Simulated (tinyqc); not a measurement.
Single-band model of a thermoelectric material. Changing the lattice thermal conductivity kappa_L. Computed by tinyqc, a small Python program. Command: `OMP_NUM_THREADS=1 python tinyqc.py 3006617 3006618 out.jsonl thermo sweep`. One thread of a shared host (Intel(R) Xeon(R) Processor @ 2.30GHz), about 0.04 s of CPU time with the checks.

One spherical band, one scattering law, no minority carriers and no phonon drag. In a real material minority carriers limit |S| to about E_g/(2 e T), so larger values are formal. eta = E_F/(k_B T) is counted from the band edge; f = 1/(1 + exp(x - eta)).

Inputs (values chosen for the exercise, modelled on n-type PbTe):

| quantity | value | unit |
|---|---|---|
| density-of-states mass m | 0.26 | m_0 |
| non-parabolicity alpha | 2.3 | 1/eV |
| mobility parameter mu_300 | 1700 | cm^2/(V s) |
| temperature exponent p | 2.5 | - |
| carrier density n | 8.7e+17 | 1/cm^3 |
| temperature T | 410 | K |

Band: Kane. Scattering: acoustic phonons, r = -0.5.

Constants: m_0 = 9.1093837015e-31 kg; k_B = 1.380649e-23 J/K; hbar = 1.054571817e-34 J s; k_B = 8.617333262e-05 eV/K; e = 1.602176634e-19 C.

Method:
- With x = E/(k_B T), a = alpha k_B T (0 for a parabolic band), G = x (1 + a x), D = 1 + 2 a x and <y> = int y f (1 - f) dx, f = 1/(1 + exp(x - eta)): tau = tau_0 G^r/D; transport function s = G^(3/2 + r)/D^2; n = N_0 <G^(3/2)> with N_0 = (2 m k_B T)^(3/2)/(3 pi^2 hbar^3).
- Integrals over x = E/(k_B T) use 160 Gauss-Legendre points in u = sqrt(x) from 0 to sqrt(max(eta, 0) + 32).
- Solve for eta.
- sigma = e mu_0 N_0 <s> with mu_0 = e tau_0/m = mu_300 (T/300 K)^(-p); |S| = (k_B/e)(<x s>/<s> - eta); Lorenz number L = (k_B/e)^2 (<x^2 s>/<s> - (<x s>/<s>)^2); kappa_e = L sigma T; zT = S^2 sigma T/(kappa_L + kappa_e).
- Quality factor B = (k_B/e)^2 e mu_0 N_0 T/kappa_L; zT and the power factor are maximised over eta between -8 and 30.

One run for each value:

| lattice thermal conductivity kappa_L (W/(m K)) | largest zT | \|S\| at the largest zT (microvolt/K) | eta of the largest zT | density of the largest zT (1/cm^3) | quality factor B |
|---|---|---|---|---|---|
| 0.055 | 2.592 | 286.8 | -1.519 | 1.448e+18 | 2.761 |
| 0.110 | 1.634 | 257.6 | -1.140 | 2.062e+18 | 1.380 |
| 0.210 | 1.012 | 235.0 | -0.836 | 2.716e+18 | 0.723 |
| 0.400 | 0.600 | 217.5 | -0.592 | 3.375e+18 | 0.380 |
| 0.780 | 0.335 | 204.5 | -0.402 | 3.977e+18 | 0.195 |
| 1.500 | 0.183 | 196.1 | -0.277 | 4.425e+18 | 0.101 |
| 2.900 | 0.098 | 190.9 | -0.199 | 4.728e+18 | 0.052 |
| 5.700 | 0.051 | 187.9 | -0.153 | 4.914e+18 | 0.027 |
| 11.000 | 0.026 | 186.3 | -0.128 | 5.015e+18 | 0.014 |

Describe and explain the trends.

Over the rows, largest zT falls from 2.59 to 0.0264 (exponent d ln y / d ln x -0.67 between the first rows and -0.99 between the last); |S| at the largest zT (microvolt/K) falls from 287 to 186 (exponent d ln y / d ln x -0.16 between the first rows and -0.013 between the last); eta of the largest zT rises from -1.52 to -0.128 (exponent d ln y / d ln x -0.41 between the first rows and -0.27 between the last). At the high end the exponent of largest zT is -0.99, close to -1: at small B the best zT is proportional to B. A better material wants lighter doping: as B falls from 2.76 to 0.0138 the best eta moves from -1.52 to -0.13.

Extremes, crossings and ranges named in words are read from the listed rows.
